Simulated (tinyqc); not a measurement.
Plane-wave Kohn-Sham cycle with exchange-only LDA in a layered model solid, step by step. Computed by tinyqc, a small Python program that keeps every step. Settings: points = 16, plane-wave index or count = 2, electrons = 2, k points = 3, area = 31.0, mixing = 0.3, iteration cap = 67. Command: `OMP_NUM_THREADS=1 python tinyqc.py 20918 20919 out.jsonl` (the two numbers bound the seeds that draw the settings). One thread of a shared host (Intel(R) Xeon(R) Processor @ 2.60GHz), about 0.02 s of CPU time with the checks. Later iterations appear only in the table of the cycle.

## Iteration 1: potential

A solid whose potential varies along x alone (atomic units):
```
parameter                      value
period a                   15.400000
cross-section of the cell  31.000000
electrons per cell                 2
grid points                       16
plane waves -n..n, n               2
k points                           3
V1 in V1 cos(2 pi x/a)     -0.200000
V2 in V2 cos(4 pi x/a)      0.190000
```

density at the start, on the grid x_j = j a/N (e/bohr^3): 0.004189  0.004189  0.004189  0.004189  0.004189  0.004189  0.004189  0.004189  0.004189  0.004189  0.004189  0.004189  0.004189  0.004189  0.004189  0.004189

V_H(G) = 4 pi rho(G)/G^2 for G != 0 (uniform background); v_x = -(3 rho/pi)^(1/3); V = V_ext + V_H + v_x; Fourier components f(G_m) = (1/N) sum_j f(x_j) exp(-i G_m x_j).

Potentials on the grid (hartree):
```
x          V_ext     V_H      v_x        V
0.0000   -0.0100  0.0000  -0.1587  -0.1687
0.9625   -0.0504  0.0000  -0.1587  -0.2092
1.9250   -0.1414  0.0000  -0.1587  -0.3002
2.8875   -0.2109  0.0000  -0.1587  -0.3696
3.8500   -0.1900  0.0000  -0.1587  -0.3487
4.8125   -0.0578  0.0000  -0.1587  -0.2166
5.7750    0.1414  0.0000  -0.1587  -0.0173
6.7375    0.3191  0.0000  -0.1587   0.1604
7.7000    0.3900  0.0000  -0.1587   0.2313
8.6625    0.3191  0.0000  -0.1587   0.1604
9.6250    0.1414  0.0000  -0.1587  -0.0173
10.5875  -0.0578  0.0000  -0.1587  -0.2166
11.5500  -0.1900  0.0000  -0.1587  -0.3487
12.5125  -0.2109  0.0000  -0.1587  -0.3696
13.4750  -0.1414  0.0000  -0.1587  -0.3002
14.4375  -0.0504  0.0000  -0.1587  -0.2092
```

V(G_m), m = 0, 1, 2, ... (hartree): -0.1587  -0.1000  0.0950  0.0000  0.0000

## Iteration 1: Hamiltonian at one k

k = 0.0000 2 pi / a

H(m,m') = (k + G_m)^2/2 delta + V(G_m - G_m'), with V(-G) = V(G).

H (hartree), lower triangle:
```
         -2       -1       +0       +1      +2
-2   0.1742
-1  -0.1000  -0.0755
+0   0.0950  -0.1000  -0.1587
+1   0.0000   0.0950  -0.1000  -0.0755
+2   0.0000   0.0000   0.0950  -0.1000  0.1742
```

## Iteration 1: levels at that k

Diagonalise the Hermitian matrix.

eigenvalues (hartree): -0.2502  -0.1974  -0.0136  0.2011  0.2987

## Iteration 1: new density

Motion across x is left out: the lowest 1 band(s) hold two electrons at each of the k points (j + 1/2)/nk - 1/2. Residual R = rho(out) - rho(in); rho(new) = rho(in) + 0.3 R. rho(out) = 2/(a A nk) sum |psi|^2 with psi = sum c exp(i G x). Harris energy E = band energy - dV sum rho (V_H/2 + v_x) + (3/4) dV sum rho v_x with rho(in), dV = a A/N, band energy = (2/nk) sum of the filled levels.

rho(out) (e/bohr^3): 0.006237  0.006581  0.007184  0.007044  0.005472  0.002998  0.000980  0.000135  0.000006  0.000135  0.000980  0.002998  0.005472  0.007044  0.007184  0.006581

density after iteration 1 (e/bohr^3): 0.004804  0.004907  0.005088  0.005046  0.004574  0.003832  0.003226  0.002973  0.002934  0.002973  0.003226  0.003832  0.004574  0.005046  0.005088  0.004907

energy per cell = -0.417723 hartree

## Iteration 2: potential

As before.

Potentials on the grid (hartree):
```
x          V_ext      V_H      v_x        V
0.0000   -0.0100   0.0769  -0.1662  -0.0993
0.9625   -0.0504   0.0732  -0.1673  -0.1446
1.9250   -0.1414   0.0611  -0.1694  -0.2497
2.8875   -0.2109   0.0387  -0.1689  -0.3411
3.8500   -0.1900   0.0068  -0.1635  -0.3467
4.8125   -0.0578  -0.0293  -0.1541  -0.2412
5.7750    0.1414  -0.0614  -0.1455  -0.0654
6.7375    0.3191  -0.0826  -0.1416   0.0949
7.7000    0.3900  -0.0899  -0.1410   0.1592
8.6625    0.3191  -0.0826  -0.1416   0.0949
9.6250    0.1414  -0.0614  -0.1455  -0.0654
10.5875  -0.0578  -0.0293  -0.1541  -0.2412
11.5500  -0.1900   0.0068  -0.1635  -0.3467
12.5125  -0.2109   0.0387  -0.1689  -0.3411
13.4750  -0.1414   0.0611  -0.1694  -0.2497
14.4375  -0.0504   0.0732  -0.1673  -0.1446
```

V(G_m), m = 0, 1, 2, ... (hartree): -0.1580  -0.0649  0.0942  0.0002  -0.0002

## Iteration 2: Hamiltonian at one k

k = 0.0000 2 pi / a

As before.

H (hartree), lower triangle:
```
         -2       -1       +0       +1      +2
-2   0.1749
-1  -0.0649  -0.0747
+0   0.0942  -0.0649  -0.1580
+1   0.0002   0.0942  -0.0649  -0.0747
+2  -0.0002   0.0002   0.0942  -0.0649  0.1749
```

## Iteration 2: levels at that k

As before.

eigenvalues (hartree): -0.2236  -0.1808  0.0019  0.1870  0.2579

## Iteration 2: new density

As before.

rho(out) (e/bohr^3): 0.003946  0.004583  0.006163  0.007460  0.006902  0.004386  0.001695  0.000328  0.000051  0.000328  0.001695  0.004386  0.006902  0.007460  0.006163  0.004583

density after iteration 2 (e/bohr^3): 0.004546  0.004810  0.005410  0.005770  0.005273  0.003998  0.002767  0.002180  0.002069  0.002180  0.002767  0.003998  0.005273  0.005770  0.005410  0.004810

energy per cell = -0.373350 hartree

## Convergence

Stop when sqrt(dV sum R^2) is below 1e-8, dV = a A/N.

Course of the cycle:
```
iteration  E (hartree)  norm of the residual
1            -0.417723              6.16e-02
2            -0.373350              3.99e-02
3            -0.365775              3.01e-02
4            -0.363893              2.18e-02
5            -0.363267              1.54e-02
6            -0.363056              1.07e-02
7            -0.362997              7.41e-03
8            -0.362989              5.13e-03
9            -0.362995              3.56e-03
10           -0.363002              2.47e-03
11           -0.363008              1.72e-03
...                ...                   ...
57           -0.466558              1.24e-01
58           -0.466558              1.24e-01
59           -0.466558              1.24e-01
60           -0.466558              1.24e-01
61           -0.466558              1.24e-01
62           -0.466558              1.24e-01
63           -0.466558              1.24e-01
64           -0.466558              1.24e-01
65           -0.466558              1.24e-01
66           -0.466558              1.24e-01
67           -0.466558              1.24e-01
```

Not converged within 67 iterations: the residual has stopped falling. Reruns (cap 100 unless said): mixing 0.1: not converged; mixing 0.5, Kerker q0 1.0: not converged; mixing 0.3, Pulay depth 5: converged in 10 (E = -0.36302); the original settings with a cap of 400: not converged.
